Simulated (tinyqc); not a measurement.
Worked calculation: geometry optimisation on the RHF/3-21g surface (energies and gradients from PySCF), for H3-, spin multiplicity 1. The basis has no diffuse functions, so it cannot describe the extra electron: this is an exercise in the method, not the real anion. Computed by tinyqc, a small Python program that keeps every step (integrals from PySCF). Settings: charge = -1, multiplicity = 1, basis = 3-21g, optimiser = bfgs, first Hessian = 0.15, largest step = 0.5, iteration cap = 30. Command: `OMP_NUM_THREADS=1 python tinyqc.py 30432 30433 out.jsonl` (the two numbers bound the seeds that draw the settings). One thread of a shared host (Intel(R) Xeon(R) Processor @ 2.60GHz), about 0.7 s of CPU time with the checks.

## Step 1: energy and gradient

positions at the start (bohr):
```
           x         y         z
1H  -0.03213  -0.00189  -0.04157
2H  -0.00189  -0.07748   1.63839
3H   0.02079   1.28123   0.78046
```

Self-consistent energy and analytic gradient at these positions.

energy = -1.2335591 hartree

gradient (hartree/bohr):
```
             x           y           z
1H   0.0030965  -0.0535602   0.2406096
2H  -0.0043524   0.0394030  -0.2845084
3H   0.0012559   0.0141572   0.0438988
```

## Step 1: move

Quasi-Newton step p = -H^(-1) g (first H = 0.15 times the unit matrix); steps longer than 0.5 bohr are cut back (factor 0.197 here).

positions after step 1 (bohr):
```
           x         y         z
1H  -0.03619   0.06834  -0.35706
2H   0.00382  -0.12914   2.01143
3H   0.01914   1.26267   0.72290
```

## Step 2: energy and gradient

As before.

energy = -1.3793215 hartree

gradient (hartree/bohr):
```
             x           y           z
1H   0.0011700  -0.0512180   0.1372679
2H  -0.0030462  -0.0005753  -0.1570005
3H   0.0018763   0.0517933   0.0197326
```

## Step 2: move

inverse Hessian in use (bohr^2/hartree):
```
          1         2         3         4         5         6         7         8
1   6.66610  -0.00022  -0.02923   0.00035  -0.01230   0.03630   0.00023   0.01252
2  -0.00022   6.84505  -0.27844   0.00821   0.08428   0.29932  -0.00799  -0.26267
3  -0.02923  -0.27844   5.56842   0.00561  -0.76332   1.43305   0.02362   1.04176
4   0.00035   0.00821   0.00561   6.66682   0.01147  -0.00907  -0.00050  -0.01968
5  -0.01230   0.08428  -0.76332   0.01147   6.44611   0.92460   0.00082   0.13627
6   0.03630   0.29932   1.43305  -0.00907   0.92460   4.81320  -0.02723  -1.22392
7   0.00023  -0.00799   0.02362  -0.00050   0.00082  -0.02723   6.66694   0.00716
8   0.01252  -0.26267   1.04176  -0.01968   0.13627  -1.22392   0.00716   6.79306
9  -0.00706  -0.02088  -0.33480   0.00346  -0.16128   0.42041   0.00361   0.18216

          9
1  -0.00706
2  -0.02088
3  -0.33480
4   0.00346
5  -0.16128
6   0.42041
7   0.00361
8   0.18216
9   6.58106
```

Quasi-Newton step p = -H^(-1) g (the inverse Hessian comes from BFGS updates; coordinates in the order x, y, z of each atom); steps longer than 0.5 bohr are cut back (factor 0.405 here).

positions after step 2 (bohr):
```
           x         y         z
1H  -0.03562   0.25063  -0.60074
2H   0.01172  -0.02617   2.26666
3H   0.01068   0.97740   0.71136
```

## Step 3: energy and gradient

As before.

energy = -1.4591692 hartree

gradient (hartree/bohr):
```
             x           y           z
1H   0.0017605  -0.0183109   0.1186302
2H  -0.0021162  -0.0034313  -0.1045324
3H   0.0003558   0.0217422  -0.0140978
```

## Step 3: move

inverse Hessian in use (bohr^2/hartree):
```
          1         2         3         4         5         6         7         8
1   6.66590  -0.03283   0.00946  -0.00099  -0.02907  -0.00762   0.00175   0.06190
2  -0.03283   6.22414  -1.03903   0.00754   0.26615  -0.00727   0.02528   0.17638
3   0.00946  -1.03903   8.71138  -0.06241  -1.90492  -0.38405   0.05296   2.94395
4  -0.00099   0.00754  -0.06241   6.66793   0.03417   0.01438  -0.00028  -0.04172
5  -0.02907   0.26615  -1.90492   0.03417   6.84970   1.49710  -0.00510  -0.44918
6  -0.00762  -0.00727  -0.38405   0.01438   1.49710   5.17181  -0.00676  -1.48983
7   0.00175   0.02528   0.05296  -0.00028  -0.00510  -0.00676   6.66519  -0.02018
8   0.06190   0.17638   2.94395  -0.04172  -0.44918  -1.48983  -0.02018   6.93947
9  -0.00183   1.04630  -1.66066   0.04803   0.40782   1.87891  -0.04620  -1.45412

          9
1  -0.00183
2   1.04630
3  -1.66066
4   0.04803
5   0.40782
6   1.87891
7  -0.04620
8  -1.45412
9   6.44842
```

Quasi-Newton step p = -H^(-1) g (the inverse Hessian comes from BFGS updates; coordinates in the order x, y, z of each atom); steps longer than 0.5 bohr are cut back (factor 0.298 here).

positions after step 3 (bohr):
```
           x        y         z
1H  -0.04031  0.32460  -0.95415
2H   0.01912  0.10084   2.46026
3H   0.00796  0.77643   0.87116
```

## Convergence

Stop when the largest gradient component is below 3e-5 hartree/bohr. The inverse Hessian follows the BFGS update with s = step, y = change of gradient.

Course of the optimisation:
```
step  E (hartree)  largest gradient (hartree/bohr)
1      -1.2335591                         2.85e-01
2      -1.3793215                         1.57e-01
3      -1.4591692                         1.19e-01
4      -1.5124393                         5.57e-02
5      -1.5371281                         1.94e-02
6      -1.5398625                         5.57e-03
7      -1.5401417                         5.24e-03
8      -1.5415982                         2.58e-02
9      -1.5422088                         6.23e-03
10     -1.5427732                         2.03e-03
11     -1.5429368                         8.05e-03
12     -1.5430263                         1.97e-03
13     -1.5430437                         9.59e-04
14     -1.5430568                         6.62e-04
15     -1.5430604                         3.51e-04
16     -1.5430619                         7.65e-05
17     -1.5430621                         1.92e-05
```

Final distances (angstrom):
```
pair   distance
2H-1H   2.52696
3H-1H   1.72442
3H-2H   0.80254
```

Converged in 17 steps.
